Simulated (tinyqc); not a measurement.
# Off-state leakage of single and stacked transistors: effects of single changes

n-channel devices of unit width. Subthreshold current I(Vg, Vs, Vd) = I0 (T/300 K)^0.5 exp[(Vg - Vs - VT(T) - gb (Vs - Vb) + dd (Vd - Vs))/(nf Vt)] (1 - exp(-(Vd - Vs)/Vt)), VT(T) = VT - cT (T - 300 K). Gate-edge tunnelling Ig (Vd/1 V) exp(ag (Vd - 1 V)), for a gate at 0 V, and band-to-band leakage Ab u exp(-Bb/u), u = Vd - Vb + 1 V, flow at a drain held at V; both are taken as independent of T. In a stack of off transistors (all gates at 0 V) the same subthreshold current passes through each.

Inputs (values chosen for the exercise); values of the order met in bulk silicon logic transistors:
```
symbol  value       unit                                             meaning
T         300          K                                         temperature
V         1.1          V                                      supply voltage
VT       0.29          V        threshold at 300 K, zero drain and body bias
cT        0.5       mV/K              fall of the threshold with temperature
I0       0.22      uA/um                       current at threshold at 300 K
nf       1.24                                                   slope factor
dd       0.11                                drain-induced lowering per volt
gb       0.24             rise of the threshold per volt of source-body bias
Ig       1e-6      uA/um                 gate-edge tunnelling current at 1 V
ag        4.2        1/V               exponential slope of the gate current
Ab          3  uA/(um V)      prefactor of band-to-band leakage at the drain
Bb         21          V                             its exponential voltage
Vb       -0.3          V                                        body voltage
```

Constants: q = 1.602176634e-19 C, kB = 1.380649e-23 J/K, Vt = kB T/q. Results are converted to the units shown.

Each table varies one quantity; the others keep the values above.

## Subthreshold current against the height of the stack

All n gates at 0 V, bottom source at 0 V, top drain at V; node voltages follow from equal currents.

Subthreshold current against the height of the stack:
```
n	I (nA/um)	reduction factor	drain voltage of the bottom device (mV)	source voltage of the top device (mV)	voltage across the top device (V)
1	0.1195	1.000	1100	0	1.100
2	0.003512	34.03	83.75	83.75	1.016
3	0.001595	74.94	20.22	102.5	0.9975
4	0.001022	117.0	11.46	113.1	0.9869
5	7.493e-4	159.5	7.989	120.4	0.9796
6	5.909e-4	202.3	6.126	126.1	0.9739
```

The second transistor cuts the current by a factor of 34.0, the third by a further 2.20 and the sixth by 1.27. The top device keeps 88.5 % of the supply at n = 6, while the drain voltage of the bottom one falls to 0.237 Vt.

## Leakage components against the body voltage

Same model as above.

One transistor with Vg = Vs = 0, Vd = V; stack factor I(one)/I(two in series).

The same in every row: gate edge (nA/um) = 0.001674; stack factor = 34.03.

Leakage components against the body voltage:
```
Vb (V)	subthreshold (nA/um)	band-to-band (nA/um)	total (nA/um)	largest part
0.2	5.048	0.09032	5.140	subthreshold
0	1.129	0.2860	1.417	subthreshold
-0.2	0.2527	0.7474	1.002	band-to-band
-0.4	0.05653	1.687	1.745	band-to-band
-0.6	0.01265	3.393	3.408	band-to-band
-0.8	0.002829	6.232	6.237	band-to-band
-1	6.330e-4	10.63	10.63	band-to-band
-1.2	1.416e-4	17.06	17.06	band-to-band
-1.4	3.168e-5	26.03	26.03	band-to-band
```

As Vb goes from 0.2 to -1.4, the total leakage goes from 5.14 through a minimum of 1.00 (at Vb = -0.2 among the rows listed) to 26.0 nA/um. The subthreshold part leads at Vb = 0.2, the band-to-band part from -0.2 on. The exact minimum lies at Vb = -0.150 V: reverse body bias lowers the subthreshold part by a decade every nf Vt ln 10/gb = 0.308 V but raises the band-to-band part. The reduction by a stack of two stays at 34.0, for the subthreshold part alone. For Vb = 0.2 the body is forward biased; the junction current, left out, is still small at this voltage.

Program tinyqc, `OMP_NUM_THREADS=1 python tinyqc.py 2242094 2242095 out.jsonl`; Intel Xeon 2.30GHz, shared host, one thread, about 0.03 s.
